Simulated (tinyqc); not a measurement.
Floating body of a partially depleted SOI transistor: body voltage and kink: one step of the calculation.

Source at 0 V. Channel current Ic = 2 nf K Vt^2 [F(0) - F(Vd)](1 + la Vd), F(V) = ln^2(1 + exp((Vg - VT - nf V)/(2 nf Vt))), VT = VT0 - gb Vb. Saturation voltage Vs = 2 Vt sqrt(F(0)) + 3 Vt, excess Ve = (Vd - Vs + sqrt((Vd - Vs)^2 + 0.0004 V^2))/2, multiplication M1 = Ai Ve exp(-Bl/Ve). Each junction passes D(v) = J1 (exp(v/Vt) - 1) + J2 (exp(v/(2 Vt)) - 1). Bipolar current Ib = bb J1 (exp(Vb/Vt) - 1). The body settles where M1 (Ic + Ib) = D(Vb) + D(Vb - Vd) + Vb/Rb; drain current Id = (1 + M1)(Ic + Ib) - D(Vb - Vd).

Task. Drain current with floating and with grounded body. Id and VT at the converged Vb, Id at Vb = 0, their ratio, and the bipolar share Ib/(Ic + Ib).

Values chosen for this exercise; values of the order met in partially depleted silicon-on-insulator transistors: temperature T = 358 K; threshold at zero body voltage VT0 = 0.46 V; fall of the threshold per volt of body voltage gb = 0.17; slope factor nf = 1.48; gain factor per width K = 390 uA/(V^2 um); channel-length modulation factor la = 0.08 1/V; impact-ionisation prefactor Ai = 3.76 1/V; impact-ionisation voltage Bl = 6.5 V; diffusion saturation current of each junction J1 = 3.7e-11 uA/um; recombination saturation current of each junction J2 = 5.8e-8 uA/um; gain of the lateral bipolar transistor on the diffusion current bb = 1; resistance of a weak body tie to the source (1e9 stands for no tie, and the term is then dropped) Rb = 1e9 kohm um; gate voltage Vg = 1.01 V; drain voltage Vd = 1.8 V.

Constants: q = 1.602176634e-19 C, kB = 1.380649e-23 J/K, Vt = kB T/q. Results are converted to the units shown.

converged Vb = 0.75957320 V

Wanted: VT; Id, floating; Id, grounded; ratio; bipolar share.

Result.

VT = 0.3309 V
Id, floating = 73.19 uA/um
Id, grounded = 47.40 uA/um
ratio = 1.544
bipolar share = 2.557 %

The body rises to 0.760 V and lowers the threshold by 129 mV.

Range of the model: The multiplication law is an empirical form chosen for the exercise; self-heating and capacitive coupling to the body are left out, and the linear laws are rough once Vb passes about 0.7 V or M1 about 0.1.

Numbers from tinyqc (`OMP_NUM_THREADS=1 python tinyqc.py 2182083 2182084 out.jsonl`; about 0.2 s on one thread of a shared Intel Xeon 2.30GHz).
